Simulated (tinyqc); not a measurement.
Extrapolating accelerated tests: lateral field, substrate current, probability of reaching the oxide barrier and hot-carrier lifetime of a silicon transistor (pseudo-two-dimensional and lucky-electron models). Computed by tinyqc, a small Python program. Command: `OMP_NUM_THREADS=1 python tinyqc.py 3007324 3007325 out.jsonl hotcar walk`. One thread of a shared host (Intel(R) Xeon(R) Processor @ 2.30GHz), about 0.01 s of CPU time with the checks.

Local-field models: a lucky carrier gains its energy at the peak field over a path free of collisions. Voltages are magnitudes.

Inputs (values chosen for the exercise, modelled on a silicon n-channel): channel length L = 630 nm; oxide thickness t = 14 nm; junction depth x_j = 170 nm; mobility mu = 380 cm^2/(V s); saturation velocity v_s = 0.91 1e7 cm/s; threshold voltage V_T = 0.55 V; gate voltage V_G = 1.8 V; drain voltage V_D = 3.5 V; ionisation prefactor A_i = 2e+06 1/cm; ionisation field B_i = 1.73 MV/cm; hot-carrier mean free path lambda = 8.7 nm; oxide barrier phi_b = 3.1 eV; interface-trap threshold phi_it = 3.8 eV; lifetime constant H = 900 s microampere/micrometre.

Drain: abrupt.

Constants: eps_0 = 8.8541878128e-12 F/m.

Method:
- C_ox = 3.9 eps_0/t; F_sat = 2 v_s/mu; V_Dsat = V_ov F_sat L/(V_ov + F_sat L), V_ov = V_G - V_T; I_D/W = C_ox v_s (V_ov - V_Dsat).
- Scale length l = 0.22 t^(1/3) x_j^(1/2) (all in cm); F_m = sqrt(((V_D - V_Dsat)/l_e)^2 + F_sat^2), with l_e = l; length of the velocity-saturated region l_e ln((V_D - V_Dsat)/(l_e F_sat) + F_m/F_sat).
- Substrate current I_sub/I_D = (A_i/B_i)(V_D - V_Dsat) exp(-B_i/F_m); probability of reaching the oxide barrier exp(-phi_b/(e lambda F_m)); lifetime tau = (H/(I_D/W)) exp(phi_it/(e lambda F_m)).
- V_10 solves tau = 3.156e8 s at the given V_G. The extrapolation fits ln(tau) against 1/V_D at 1, 1.08, 1.16 and 1.25 times the given V_D (rounded to 3 digits) by least squares and reads off the same tau.

V_Dsat = 0.883849 V

Stress points:
```
V_D (V)  1/V_D (1/V)     tau (s)
3.50         0.28571  1.8767e+08
3.78         0.26455  3.9279e+07
4.06         0.24631  1.0719e+07
4.38         0.22831  3.1099e+06
```

ten-year drain voltage V_10 = 3.4181 V

V_10 from the 1/V_D extrapolation = 3.4091 V

What does the comparison show, and why?

The extrapolation is 9 mV below the true value: ln(tau) is nearly linear in 1/(V_D - V_Dsat), not in 1/V_D, so the straight line errs on the safe side when one extrapolates down. At V_10 the available energy e V_D is below phi_it, so the model understates the lifetime there.

Extremes, crossings and ranges named in words are read from the listed rows.
